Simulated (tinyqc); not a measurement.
Worked calculation: dopant redistribution at a moving silicon-oxide interface during parabolic oxidation. Computed by tinyqc, a small Python program that keeps every step. Command: `OMP_NUM_THREADS=1 python tinyqc.py 3011963 3011964 out.jsonl segox walk`. One thread of a shared host (Intel(R) Xeon(R) Processor @ 2.30GHz), about 0.01 s of CPU time with the checks. Intermediate numbers are printed to about 6 digits and carried at full precision; extremes and crossings named in words are read from the listed rows.

Uniformly doped silicon is oxidised with x_ox = sqrt(B t); the interface advances into the silicon by alpha x_ox, alpha = 0.44. The dopant does not move in the oxide, and at the interface C(silicon) = m C(oxide).

Inputs (values chosen for the exercise, modelled on antimony in silicon under steam):
```
quantity,value,unit
dopant prefactor D0,4.78,cm^2/s
dopant activation energy E,3.86,eV
oxidation prefactor B0,420,um^2/h
oxidation activation energy E_B,0.772,eV
segregation coefficient m = C(silicon)/C(oxide),7.5,-
bulk doping C_B,3.3e+16,1/cm^3
temperature T,1075,C
time t,1.2,h
```

Constants: k_B = 8.617333262e-05 eV/K.

## Rates

D = D0 exp(-E/(k_B T)), converted with 1 cm^2/s = 3.6e11 um^2/h; B = B0 exp(-E_B/(k_B T)); s = alpha sqrt(B/(4 D)), the interface advance over 2 sqrt(D t). Temperatures in kelvin are T(C) + 273.15.

D = 0.00639623 um^2/h

B = 0.546120 um^2/h

s = 2.03285

oxide thickness = 0.809533 um

diffusion length 2 sqrt(D t) = 0.175220 um

The interface outruns diffusion. Caution: parabolic growth needs an oxide much thicker than the Deal-Grove length A, which fails for thin films and low temperatures; oxidation-enhanced or retarded diffusion is ignored.

## Interface concentration

With the dopant diffusivity D and s = alpha x_ox/(2 sqrt(D t)), in the silicon C = C_B + (C_s - C_B) erfc(y/(2 sqrt(D t)))/erfc(s), y from the original surface. Dopant balance at the interface gives C_s/C_B = 1/[1 + (1/(m alpha) - 1) g], g = sqrt(pi) s exp(s^2) erfc(s).

g = 0.907744

ratio C_s/C_B = 2.72235

C_s in the silicon = 8.98375e+16 1/cm^3

concentration in the oxide = 1.19783e+16 1/cm^3

m alpha = 3.300: the oxide rejects dopant, which piles up in the silicon. For a very fast interface the ratio would tend to m alpha.

## Dose moved

Consumed silicon held alpha x_ox C_B; the oxide holds x_ox times the dopant concentration in the oxide; the difference is the excess in the silicon; 1 um = 1e-4 cm.

dopant in the consumed silicon = 1.17544e+12 1/cm^2

dopant in the oxide = 9.69686e+11 1/cm^2

excess in the silicon = 2.05756e+11 1/cm^2

## Profile below the interface

Depths z are counted from the present interface: y/(2 sqrt(D t)) = s + z/(2 sqrt(D t)); take z/(2 sqrt(D t)) = 0, 0.05, 0.1, 0.2, 0.3, 0.5, 0.75, 1, 1.5.

Profile:
```
z/(2 sqrt(D t)),z (um),C/C_B
0.00,0.000000,2.72235
0.05,0.008761,2.37359
0.10,0.017522,2.09038
0.20,0.035044,1.67758
0.30,0.052566,1.41326
0.50,0.087610,1.14531
0.75,0.131415,1.03537
1.00,0.175220,1.00764
1.50,0.262829,1.00025
```

## Temperature and segregation coefficient

The formulas are those given above.

C_s/C_B:
```
T (C),s,this m,m = 0.2,m = 1/alpha,m = 10
850,29.1334,3.29554,0.088047,1,4.39122
900,14.7608,3.28279,0.088183,1,4.36617
950,7.9062,3.24174,0.088632,1,4.28612
1000,4.4476,3.13032,0.089933,1,4.07359
1050,2.6131,2.89311,0.093197,1,3.64267
1100,1.5960,2.52778,0.100129,1,3.03115
1150,1.0091,2.12736,0.112614,1,2.42444
1200,0.6582,1.78994,0.132236,1,1.95806
```

s falls from 29.1 to 0.658 as T rises, because diffusion has the larger activation energy (3.86 against 0.772 eV); the ratio for this m moves from 3.296 to 1.790, towards 1. At m = 1/alpha the oxide takes exactly what the silicon held, and nothing moves. The ratio does not depend on time, since both lengths grow as sqrt(t).

Checks made by the program: excess against the integral of the profile (relative difference below 1e-10).
